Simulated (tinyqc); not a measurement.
Finite-difference solution of the diffusion equation on a small grid: one step, computed by the program tinyqc. Command: `OMP_NUM_THREADS=1 python tinyqc.py 3012639 3012640 out.jsonl fdiff walk`. One thread of a shared host (Intel(R) Xeon(R) Processor @ 2.30GHz), about 0.01 s of CPU time with the checks.

dC/dt = D d2C/dx2 on nodes x_j = j dx, j = 0..11; the far end is sealed.

Problem. Amplification factors. The mode of M with eigenvalue mu has its amplitude multiplied per step by g = (1 + (1 - theta) r mu)/(1 - theta r mu), with theta = 0 explicit, 1 implicit, 1/2 Crank-Nicolson; the explicit scheme is stable for r up to 2/|mu_min|.

Boundary at x = 0: sealed surface. Scheme: implicit.

operator M:
```
     0   1   2   3   4   5   6   7
0   -2   2   0   0   0   0   0   0
1    1  -2   1   0   0   0   0   0
2    0   1  -2   1   0   0   0   0
3    0   0   1  -2   1   0   0   0
4    0   0   0   1  -2   1   0   0
5    0   0   0   0   1  -2   1   0
6    0   0   0   0   0   1  -2   1
7    0   0   0   0   0   0   1  -2
8    0   0   0   0   0   0   0   1
9    0   0   0   0   0   0   0   0
10   0   0   0   0   0   0   0   0
11   0   0   0   0   0   0   0   0

     8   9  10  11
0    0   0   0   0
1    0   0   0   0
2    0   0   0   0
3    0   0   0   0
4    0   0   0   0
5    0   0   0   0
6    0   0   0   0
7    1   0   0   0
8   -2   1   0   0
9    1  -2   1   0
10   0   1  -2   1
11   0   0   2  -2
```

mesh ratio r = 1.28

Give: eigenvalues mu of M; factors g; largest stable r of the explicit scheme.

Solution.

eigenvalues mu of M: [-4.000, -3.919, -3.683, -3.310, -2.831, -2.285, -1.715, -1.169, -0.690, -0.317, -0.081, 0.000]

factors g: [0.163, 0.166, 0.175, 0.191, 0.216, 0.255, 0.313, 0.401, 0.531, 0.711, 0.906, 1.000]

largest stable r of the explicit scheme = 0.5

The smallest factor is 0.163: no mode changes sign, and all decay but one with mu = 0 where there is such a mode.
